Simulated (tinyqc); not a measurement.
Carrier lifetime of a p-type layer with SRH, radiative, Auger and surface recombination: one step of the calculation.

Uniform excess density dn = dp (no trapping), n = n0 + dn, p = p0 + dn, Boltzmann statistics, full ionisation. Surfaces enter as a rate 2 S dn/d, which holds while diffusion to them is fast.

Problem. Lifetime, shares and quasi-Fermi splitting. With e = n p - ni^2 = dn (n0 + p0 + dn): U_SRH = e/(tp0 (n + n1) + tn0 (p + p1)), U_rad = B e, U_Aug = (Cn n + Cp p) e, U_s = 2 S dn/d. tau = dn/U, shares of U, splitting Vt ln(n p/ni^2), radiative efficiency U_rad/U.

Parameters, values chosen for the exercise; band and dielectric values close to those of cadmium telluride:

| symbol | value | unit | meaning |
|---|---|---|---|
| T | 300 | K | temperature |
| B | 1.98e-10 | cm^3/s | radiative coefficient |
| Cn | 1.2e-30 | cm^6/s | Auger coefficient (two electrons) |
| Cp | 1.3e-30 | cm^6/s | Auger coefficient (two holes) |
| S | 1000 | cm/s | surface recombination velocity (both faces) |
| d | 5 | um | sample thickness |

Constants: q = 1.602176634e-19 C, kB = 1.380649e-23 J/K, Vt = kB T/q. Results are converted to the units shown.

converged dn = 5.6880329e16 cm^-3
ni = 7.7510121e5 cm^-3
n0 = 1.2782593e-6 cm^-3
p0 = 4.7e17 cm^-3
n1 = 2.4806957e-4 cm^-3
p1 = 2.4218282e15 cm^-3
tn0 = 3.4602076e-6 s
tp0 = 6.9204152e-7 s

Give: tau; shares; quasi-Fermi splitting.

Solution.

tau = 9.174e-9 s
shares (%): SRH 0.26, radiative 95.71, Auger 0.36, surface 3.67
quasi-Fermi splitting = 1.351 V

Radiative recombination takes the largest share. dn is 0.12 times the doping: intermediate injection.

tinyqc, about 0.01 s, one thread, Intel Xeon 2.30GHz (shared host): `OMP_NUM_THREADS=1 python tinyqc.py 2300039 2300040 out.jsonl`
